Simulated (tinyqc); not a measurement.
Changing the tracer diffusivity D*_B(0): interdiffusion in a binary couple: Darken equations, Kirkendall shift and Boltzmann-Matano analysis. Computed by tinyqc, a small Python program. Command: `OMP_NUM_THREADS=1 python tinyqc.py 3012070 3012071 out.jsonl darken sweep`. One thread of a shared host (Intel(R) Xeon(R) Processor @ 2.30GHz), about 0.1 s of CPU time with the checks.

x is the mole fraction of B; the molar volume is constant, and the two halves are long enough to count as infinite.

Inputs (values chosen for the exercise, for a model alloy A-B):

| quantity | value | unit |
|---|---|---|
| tracer diffusivity D*_A(0) | 2.3e-15 | m^2/s |
| slope k of ln D* with x | 0.99 | - |
| regular-solution parameter W | 0.01 | eV |
| temperature T | 1140 | K |
| left composition x_L | 0.026 | - |
| right composition x_R | 0.39 | - |
| time t | 30000 | s |
| composition x for the local step | 0.22 | - |

Vacancy-wind correction: Manning, fcc.

Constants: k_B = 8.617333262e-05 eV/K.

Method:
- D*_i(x) = D*_i(0) exp(k x); thermodynamic factor Phi = 1 - 2 W x (1 - x)/(k_B T); with f0 = 0.7815, M0 = 2 f0/(1 - f0), den = M0 ((1 - x) D*_A + x D*_B): D_A = D*_A Phi [1 + 2 (1 - x)(D*_A - D*_B)/den], D_B = D*_B Phi [1 - 2 x (D*_A - D*_B)/den]; interdiffusion D~ = x D_A + (1 - x) D_B.
- With lambda = z/sqrt(t), the profile solves d/dlambda (D~ dx/dlambda) + (lambda/2) dx/dlambda = 0 with x = x_L and x_R far to the left and right; z = 0 is the original interface. It is solved as a boundary-value problem in y = lambda/sqrt(D~ at the mean composition) on -12 < y < 12 (collocation, tolerance 1e-8).
- Lattice planes move with v = (D_B - D_A) dx/dz; markers from the original interface stay at one composition, where z_K = 2 t v.

One run for each value:

| tracer diffusivity D*_B(0) (m^2/s) | marker position z_K (um) | composition at the markers | interdiffusion coefficient D~ at the local x (m^2/s) |
|---|---|---|---|
| 2.90e-16 | -3.6702 | 0.15907 | 1.0038e-15 |
| 4.80e-16 | -3.0172 | 0.17255 | 1.1568e-15 |
| 8.10e-16 | -2.1777 | 0.18708 | 1.4301e-15 |
| 1.40e-15 | -1.1167 | 0.20167 | 1.9396e-15 |
| 2.30e-15 | 0.0000 | 0.21322 | 2.7598e-15 |
| 3.90e-15 | 1.3245 | 0.22271 | 4.3128e-15 |
| 6.50e-15 | 2.7243 | 0.22871 | 7.0056e-15 |
| 1.10e-14 | 4.3178 | 0.23204 | 1.1936e-14 |
| 1.80e-14 | 6.0299 | 0.23337 | 1.9920e-14 |

Describe and explain the trends.

Over the rows, marker position z_K (um) rises from -3.67 to 6.03; composition at the markers rises from 0.159 to 0.233 (exponent d ln y / d ln x 0.16 between the first rows and 0.012 between the last); interdiffusion coefficient D~ at the local x (m^2/s) rises from 1.00e-15 to 1.99e-14 (exponent d ln y / d ln x 0.28 between the first rows and 1.0 between the last). The shift vanishes where D*_B = D*_A = 2.3e-15 m^2/s and changes sign there.
